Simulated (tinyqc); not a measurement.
# On-chip interconnect, size-dependent resistivity and RC delay: what changes with what

A rectangular line between two neighbours and two ground planes. Surface and grain-boundary scattering are added to the bulk resistivity as corrections; capacitances are parallel-plate values without fringing; inductance is ignored.

Inputs (values chosen for the exercise); metal values close to those of copper: bulk resistivity rho0 = 1.66 uohm cm; bulk mean free path lam = 41 nm; specular share of surface scattering ps = 0; reflection coefficient of grain boundaries Rg = 0.2; grain size over the metal width gr = 0.7; drawn line width wd = 110 nm; aspect ratio, height over width AR = 2.4; liner on both walls and the bottom, not conducting tl = 2.5 nm; space to the neighbouring lines sp = 110 nm; dielectric height to the planes above and below hd = 180 nm; relative permittivity of the dielectric ek = 2.7; Miller factor of the neighbours Mf = 2; line length Lw = 170 um; driver resistance Rd = 1300 ohm; load capacitance Cl = 0.17 fF; bulk resistivity of the second metal (close to ruthenium) rho2 = 7.81 uohm cm; mean free path of the second metal lam2 = 6.58 nm; liner of the second metal tl2 = 0.1 nm.

Constants: eps0 = 8.8541878128e-12 F/m. Results are converted to the units shown.

Each table varies one quantity; the others keep the values above.

## Delay against the reflection coefficient of grain boundaries

Metal width x = wd - 2 tl, height y = AR wd - tl; grain boundaries (Mayadas-Shatzkes): al = (lam/(gr x)) Rg/(1 - Rg), g = 1/[1 - 3 al/2 + 3 al^2 - 3 al^3 ln(1 + 1/al)] - 1; surfaces (Fuchs-Sondheimer, thick limit): s = (3/8) lam (1 - ps)(1/x + 1/y); rho = rho0 (1 + g + s); r = rho/(x y); c = eps0 ek (2 wd/hd + 2 Mf AR wd/sp). Elmore delay tE = Rd (c Lw + Cl) + r Lw (c Lw/2 + Cl); t50 is the time at which the far end of a ladder of 30 pi sections (half capacitances at both ends, Cl at the far end, a step applied through Rd) reaches half the step; line share r Lw/(Rd + r Lw); estimate 0.69 Rd (c Lw + Cl) + 0.38 r c Lw^2 + 0.69 r Lw Cl.

The same in every row: c (fF/um) = 0.2587.

Results:
```
Rg    rho (uohm cm)  r (ohm/um)  tE (ps)  t50 (ps)  estimate (ps)  line share of the resistance (%)
0.05          2.073      0.7550    60.24     42.05          41.76                             8.986
0.15          2.239      0.8154    60.47     42.23          41.94                             9.635
0.25          2.444      0.8902    60.75     42.45          42.15                             10.43
0.35          2.709      0.9865    61.11     42.74          42.43                             11.43
0.55          3.574       1.302    62.30     43.68          43.33                             14.55
0.65          4.368       1.591    63.39     44.55          44.16                             17.22
0.75          5.789       2.109    65.34     46.10          45.64                             21.61
```

Estimate the missing row, Rg = 0.45.

Computed row:
```
Rg    rho (uohm cm)  r (ohm/um)  tE (ps)  t50 (ps)  estimate (ps)  line share of the resistance (%)
0.45          3.065       1.116    61.60     43.13          42.80                             12.74
```

With this row back in the table: As Rg goes from 0.05 to 0.75, r rises from 0.755 to 2.11 ohm/um, c stays at 0.259 fF/um and t50 rises from 42.0 to 46.1 ps. t50/tE lies between 0.698 and 0.705, and the estimate is within 1.0 % of t50.

## Two metals against line width

Metal width x = wd - 2 tl, height y = AR wd - tl; grain boundaries (Mayadas-Shatzkes): al = (lam/(gr x)) Rg/(1 - Rg), g = 1/[1 - 3 al/2 + 3 al^2 - 3 al^3 ln(1 + 1/al)] - 1; surfaces (Fuchs-Sondheimer, thick limit): s = (3/8) lam (1 - ps)(1/x + 1/y); rho = rho0 (1 + g + s); r = rho/(x y). The second metal has rho2, lam2 and tl2 in place of rho0, lam and tl; ps, Rg, gr and AR are shared.

Two metals against line width:
```
wd (nm)  rho, first (uohm cm)  rho, second (uohm cm)  r, first (ohm/um)  r, second (ohm/um)  ratio second/first
8                       22.60                  14.63               4511               982.1              0.2177
10                      14.53                  13.26               1351               566.1              0.4189
13                      9.877                  12.00              430.2               301.4              0.7006
17                      7.232                  11.01              157.4               161.0               1.023
22                      5.645                  10.28              66.02               89.52               1.356
30                      4.405                  9.626              25.35               44.93               1.772
45                      3.399                  9.022              8.053               18.66               2.318
70                      2.742                  8.590              2.549               7.330               2.876
120                     2.278                  8.266             0.6938               2.397               3.454
```

What does the table show?

The resistivity of the first metal falls from 22.6 to 2.28 uohm cm and that of the second goes from 14.6 to 8.27 uohm cm as the line widens. The products rho0 lam, which set the size effect, are 68.1 and 51.4 uohm cm nm. The two resistances cross at wd = 16.7 nm: below it the second metal gives the lower line resistance. For widths well under the mean free path the thick-limit surface term is only a guide.

Computed by the program tinyqc: `OMP_NUM_THREADS=1 python tinyqc.py 2100071 2100072 out.jsonl`, one thread of a shared Intel Xeon 2.30GHz, about 0.01 s for the whole run.
